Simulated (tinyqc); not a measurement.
ESD clamp with bipolar snapback, compact model and design window: one step of the calculation.

The drain junction multiplies the current that enters it: Igen = (M - 1)(Ic + I0), M = 1/(1 - (Vj/BV)^n). The generated holes leave through the substrate resistance and the base of the parasitic npn: Igen = Vb/Rb + Ic/be, Ic = Is exp(Vb/Vt). Terminal current I = Ic + I0 + Igen and voltage V = Vj + I Ro, per width. Isothermal, constant gain.

Problem. Design window and human-body level. Human-body model: 100 pF through 1500 ohm, peak current about (level - Vt2)/1500 ohm, decay time 150 ns. All fingers turn on before the first fails if Vt2 > Vt1; then the clamp carries Nf Wf It2, otherwise in the worst case Wf It2. Margins: Vh - 1.1 Vdd against latching in operation, Vox - max(Vt1, Vt2) for the protected oxide.

Values chosen for this exercise; values close to those of grounded-gate n-channel clamps:

| symbol | value | unit | meaning |
|---|---|---|---|
| It2 | 8.5 | mA/um | failure current for 100 ns |
| Wf | 20 | um | finger width |
| Nf | 10 |  | number of fingers |
| Lv | 2 | kV | human-body-model level |
| Vox | 8.9 | V | oxide breakdown voltage for 100 ns |
| Vdd | 2.5 | V | supply voltage |

Vt1 = 10.503505 V
Vh = 6.0462717 V
Vt2 = 7.2616189 V

Give: peak current; current the clamp carries; level it withstands; holding margin; oxide margin.

Solution.

peak current = 1.328 A
current the clamp carries = 0.1700 A
level it withstands = 0.2623 kV
holding margin = 3.296 V
oxide margin = -1.604 V

Uniform turn-on is not assured; the clamp fails the level. The oxide margin is negative.

Numbers from tinyqc (`OMP_NUM_THREADS=1 python tinyqc.py 2670140 2670141 out.jsonl`; about 0.02 s on one thread of a shared Intel Xeon 2.30GHz).
